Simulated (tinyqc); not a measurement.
Vibrations of a mass or spring defect in a linear chain: one step, computed by the program tinyqc.

A ring of N atoms with nearest-neighbour springs k and motion along the chain. Atom 1 is the defect, of mass M', and its two springs are k'. All other atoms have the mass M.

Problem. Frequencies of the ring. Diagonalise D and leave out the zero eigenvalue of the uniform shift. nu = 15.6333042 THz x sqrt(lambda), lambda in eV/(angstrom^2 u).

Host: monatomic.

D (eV/(angstrom^2 u)):
```
,1,2,3,4,5,6,7,8,9,10,11,12
1,0.5068182,-0.1444928,0.0000000,0.0000000,0.0000000,0.0000000,0.0000000,0.0000000,0.0000000,0.0000000,0.0000000,-0.1444928
2,-0.1444928,0.1647783,-0.0823892,0.0000000,0.0000000,0.0000000,0.0000000,0.0000000,0.0000000,0.0000000,0.0000000,0.0000000
3,0.0000000,-0.0823892,0.1647783,-0.0823892,0.0000000,0.0000000,0.0000000,0.0000000,0.0000000,0.0000000,0.0000000,0.0000000
4,0.0000000,0.0000000,-0.0823892,0.1647783,-0.0823892,0.0000000,0.0000000,0.0000000,0.0000000,0.0000000,0.0000000,0.0000000
5,0.0000000,0.0000000,0.0000000,-0.0823892,0.1647783,-0.0823892,0.0000000,0.0000000,0.0000000,0.0000000,0.0000000,0.0000000
6,0.0000000,0.0000000,0.0000000,0.0000000,-0.0823892,0.1647783,-0.0823892,0.0000000,0.0000000,0.0000000,0.0000000,0.0000000
7,0.0000000,0.0000000,0.0000000,0.0000000,0.0000000,-0.0823892,0.1647783,-0.0823892,0.0000000,0.0000000,0.0000000,0.0000000
8,0.0000000,0.0000000,0.0000000,0.0000000,0.0000000,0.0000000,-0.0823892,0.1647783,-0.0823892,0.0000000,0.0000000,0.0000000
9,0.0000000,0.0000000,0.0000000,0.0000000,0.0000000,0.0000000,0.0000000,-0.0823892,0.1647783,-0.0823892,0.0000000,0.0000000
10,0.0000000,0.0000000,0.0000000,0.0000000,0.0000000,0.0000000,0.0000000,0.0000000,-0.0823892,0.1647783,-0.0823892,0.0000000
11,0.0000000,0.0000000,0.0000000,0.0000000,0.0000000,0.0000000,0.0000000,0.0000000,0.0000000,-0.0823892,0.1647783,-0.0823892
12,-0.1444928,0.0000000,0.0000000,0.0000000,0.0000000,0.0000000,0.0000000,0.0000000,0.0000000,0.0000000,-0.0823892,0.1647783
```

Constants: nu for 1 eV/(angstrom^2 u) = 15.6333042 THz.

Give: nonzero frequencies.

Solution.

nonzero frequencies (THz): [2.32, 2.46, 4.49, 4.74, 6.35, 6.68, 7.77, 8.11, 8.67, 8.87, 12.16]
